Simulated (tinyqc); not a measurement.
Inputs raised by 2 %, one at a time: thermal boundary conductance by the acoustic and diffuse mismatch models. Computed by tinyqc, a small Python program. Command: `OMP_NUM_THREADS=1 python tinyqc.py 3026796 3026797 out.jsonl kapitza sens`. One thread of a shared host (Intel(R) Xeon(R) Processor @ 2.30GHz), about 0.01 s of CPU time with the checks.

Each side has one longitudinal and two transverse Debye branches, omega = v q up to q_D = (6 pi^2 n)^(1/3), with n counting all atoms. Scattering at the interface is elastic. Electrons are left out of G, also for metals. Melting is ignored. G refers to the temperatures of the phonons sent towards the interface. Linear branches over all atoms overstate G at high T, most for crystals with several atoms a cell.

Inputs (values chosen for the exercise, for two model solids): density rho_1 = 3.63 g/cm^3; longitudinal velocity vL_1 = 14500 m/s; transverse velocity vT_1 = 8640 m/s; atom density n_1 = 103 1/nm^3; conductivity kappa_1 = 11.2 W/(m K); density rho_2 = 12 g/cm^3; longitudinal velocity vL_2 = 10900 m/s; transverse velocity vT_2 = 6920 m/s; atom density n_2 = 118 1/nm^3; conductivity kappa_2 = 3.77 W/(m K); temperature T = 77 K; thickness d_1 = 16 nm; thickness d_2 = 120000 nm; heat flux J = 2.1 kW/cm^2.

Structure: film on a substrate.

Constants: hbar = 1.054571817e-34 J s; k_B = 1.380649e-23 J/K.

Method:
- omega_c = v q_D for each branch, given as hbar omega_c/k_B; impedance Z = rho v.
- No mode conversion. t(theta) = 4 Z_1 Z_2 cos(theta_1) cos(theta_2)/N^2, with N = Z_2 cos(theta_1) + Z_1 cos(theta_2) for L (the form for pressure waves) and N = Z_1 cos(theta_1) + Z_2 cos(theta_2) for both T branches (the form for shear waves polarised along the interface); sin(theta_2) = (v_2/v_1) sin(theta_1), and t = 0 beyond the critical angle arcsin(v_1/v_2); the mean over the incoming flux is alpha = 2 int t sin(theta_1) cos(theta_1) d theta_1 (64 Gauss-Legendre points).
- G = (k_B^4 T^3/(8 pi^2 hbar^3)) int W(x) x^4 e^x/(e^x - 1)^2 dx, x = hbar omega/(k_B T). Acoustic mismatch: W = sum over the three branches of alpha(1 to 2)/v_1^2, each up to the lower of its two cut-offs. Diffuse mismatch: W = S_1 S_2/(S_1 + S_2), where S_i sums 1/v^2 over the branches of side i still below their cut-off. Radiation limit: W = min(S_1, S_2). The integral is split at the four cut-offs (64 Gauss-Legendre points a piece, x at most 45).
- Boundary resistance R = 1/G and Kapitza length kappa_2/G use the diffuse value.
- In series: Delta T = J (d_1/kappa_1 + R + d_2/kappa_2), with bulk conductivities in the layers and one-dimensional flow.

Runs; columns: (1) input moved; (2) from; (3) to; (4) G, diffuse mismatch (MW/(m^2 K)); (5) G, radiation limit (MW/(m^2 K)); (6) Kapitza length in side 2 (nm); (7) total rise Delta T (K):
```
(1)                                  (2)     (3)    (4)    (5)    (6)    (7)
base run                               -       -  89.94  146.5  41.92  668.7
density rho_1 (g/cm^3)              3.63  3.7026  89.94  146.5  41.92  668.7
longitudinal velocity vL_1 (m/s)   14500   14790  89.62  145.6  42.07  668.7
atom density n_1 (1/nm^3)            103  105.06  89.94  146.5  41.92  668.7
density rho_2 (g/cm^3)                12   12.24  89.94  146.5  41.92  668.7
atom density n_2 (1/nm^3)            118  120.36  89.95  146.5  41.91  668.7
conductivity kappa_2 (W/(m K))      3.77  3.8454  89.94  146.5  42.76  655.6
thickness d_2 (nm)                120000  122400  89.94  146.5  41.92  682.1
```

Exponents ln(y'/y) / ln(x'/x):
```
input                       G, diffuse mismatch  G, radiation limit  Kapitza length in side 2  total rise Delta T
density rho_1                             0.000               0.000                     0.000                   0
longitudinal velocity vL_1               -0.182              -0.296                     0.182                   0
atom density n_1                          0.000               0.000                     0.000                   0
density rho_2                             0.000               0.000                     0.000                   0
atom density n_2                          0.006               0.007                    -0.006                   0
conductivity kappa_2                      0.000               0.000                     1.000                  -1
thickness d_2                             0.000               0.000                     0.000                   1
```

Which inputs matter most for each result?

Among the inputs moved here: G, diffuse mismatch answers most in size to longitudinal velocity vL_1 (exponent -0.182), next to atom density n_2 (+0.006); its exponent is below 0.0005 for density rho_1, atom density n_1, density rho_2, conductivity kappa_2, thickness d_2. Its exponent 0.000 in density rho_1: the diffuse model does not use the densities. Its exponent 0.000 in density rho_2: the diffuse model does not use the densities. G, radiation limit answers most in size to longitudinal velocity vL_1 (exponent -0.296), next to atom density n_2 (+0.007); its exponent is below 0.0005 for density rho_1, atom density n_1, density rho_2, conductivity kappa_2, thickness d_2. Kapitza length in side 2 answers most in size to conductivity kappa_2 (exponent +1.000), next to longitudinal velocity vL_1 (+0.182); its exponent is below 0.0005 for density rho_1, atom density n_1, density rho_2, thickness d_2. Total rise Delta T answers most in size to thickness d_2 (exponent +1.000), and about equally to conductivity kappa_2 (-1.000); its exponent is below 0.0005 for density rho_1, longitudinal velocity vL_1, atom density n_1, density rho_2, atom density n_2.

Caution (all rows): kappa_2 is of room-temperature size, so the Kapitza length is only nominal at this T. Caution (all rows): the rise is not small against T, so constant conductivities fail; a rise of thousands of kelvin would destroy the stack. Caution (all rows): the conductivities are of room-temperature size; at this T real values can differ much and free paths can be long. Caution (all rows): R from emitted-phonon temperatures is too large for use in series with Fourier layers, by up to a factor of about 2. Caution (all rows): layers this thin are often below the phonon free path, where bulk conductivities and independent interfaces no longer hold.
